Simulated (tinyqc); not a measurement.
Chemically amplified photoresist: aerial image, acid generation, bake, development and line width: one step, computed by the program tinyqc.

Lines and spaces of pitch p with a two-beam-like image; x = 0 is the middle of the bright space. The resist is positive and treated as uniform in depth.

Problem. Acid image and its blur. Dose E(x) = E [1 + c cos(2 pi x/p)]; acid h = 1 - exp(-C E(x)). Bake: the acid image is blurred by a Gaussian of variance sigma^2 = 2 D t (each Fourier term k of h, taken on 64 points, is multiplied by exp(-4 pi^2 k^2 D t/p^2)). Cosine coefficients: h(x) = sum_k h_k cos(2 pi k x/p).

Inputs (values chosen for the exercise, for a model resist at 13.5 nm):
```
quantity,value,unit
pitch p,39,nm
image contrast c,0.78,-
mean dose E,7.84,mJ/cm^2
Dill parameter C,0.025,cm^2/mJ
acid diffusivity D,0.084,nm^2/s
bake time t,90,s
```

Give: diffusion length sigma = sqrt(2 D t); h_0 to h_4 before the bake; h_0 to h_4 after the blur; blur factor of the first harmonic.

Solution.

diffusion length sigma = sqrt(2 D t) = 3.888 nm

h_0 to h_4 before the bake: [0.1732, 0.1260, -0.0048, 0.0001, 0.0000]

h_0 to h_4 after the blur: [0.1732, 0.1036, -0.0022, 0.0000, 0.0000]

blur factor of the first harmonic = 0.8218

sigma/p = 0.100; the blur keeps 82 % of the modulation.
